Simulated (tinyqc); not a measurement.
Short-channel transistor, virtual-source model with series resistance: effect of the temperature on the on and off currents.

The current per gate width is the charge at the top of the source barrier (the virtual source) times its velocity times a saturation function; al and be are fitting constants of the model. Units: I in uA/um, Rs in ohm um, so I Rs = 1e-6 I Rs in volts; Q in uC/cm^2, so I = 1e-4 Q vx0 Fsat with vx0 in cm/s.

Intrinsic voltages Vg' = Vgs - I Rs, Vd' = Vds - 2 I Rs. n = n0 + nd Vd', VT = VT0 - dl Vd', Ff = 1/(1 + exp((Vg' - VT + al Vt/2)/(al Vt))), Q = Cinv n Vt ln(1 + exp((Vg' - VT + al Vt Ff)/(n Vt))), Vdsat = (vx0 L/mu)(1 - Ff) + Vt Ff, Fsat = u/(1 + u^be)^(1/be) with u = Vd'/Vdsat, and I = Q vx0 Fsat per width. I is solved self-consistently. Ion is I at Vgs = Vds = 0.6 V, Ioff at Vgs = 0, Vds = 0.6 V, and Rlin = Vds/I at Vgs = 0.6 V, Vds = 0.05 V. mu, vx0, VT0, dl and n0 are held fixed.

Parameters, values chosen for the exercise: inversion capacitance Cinv = 1.82 uF/cm^2; velocity at the virtual source vx0 = 3.04e7 cm/s; apparent mobility mu = 190 cm^2/(V s); channel length L = 25 nm; threshold at zero drain voltage VT0 = 0.296 V; drain-induced barrier lowering dl = 0.094 V/V; subthreshold factor n0 = 1.11; growth of n with drain voltage nd = 0.05 1/V; threshold shift (in units of Vt) from weak to strong inversion al = 3.5; sharpness of saturation be = 2; series resistance of each contact Rs = 200 ohm um.

Constants: q = 1.602176634e-19 C, kB = 1.380649e-23 J/K, Vt = kB T/q. Results are converted to the units shown.

Effect of the temperature on the on and off currents:
```
T (K)  Ion (uA/um)  Ioff (nA/um)  log10(Ion/Ioff)  Rlin (ohm um)
200         693.54        10.782           4.8084         647.85
230         697.19        57.228           4.0857         646.60
260         701.54        204.60           3.5351         644.90
290         706.46        556.16           3.1039         642.80
320         711.83        1241.1           2.7586         640.36
350         717.55        2392.2           2.4770         637.66
380         723.52        4125.2           2.2440         634.76
410         729.70        6524.9           2.0486         631.71
```

Read the table: what changes, and by how much?

As T goes from 200 to 410 K, Ion rises from 694 to 730 uA/um, Ioff rises from 10.8 to 6520 nA/um and Rlin falls from 648 to 632 ohm um. Ion changes by a factor of 1.05 and Ioff by 605. For T = 320 to 410 K the off current passes 1 uA/um, so the device is hardly off at Vgs = 0.

Program tinyqc, `OMP_NUM_THREADS=1 python tinyqc.py 2380045 2380046 out.jsonl`; Intel Xeon 2.30GHz, shared host, one thread, about 0.01 s.
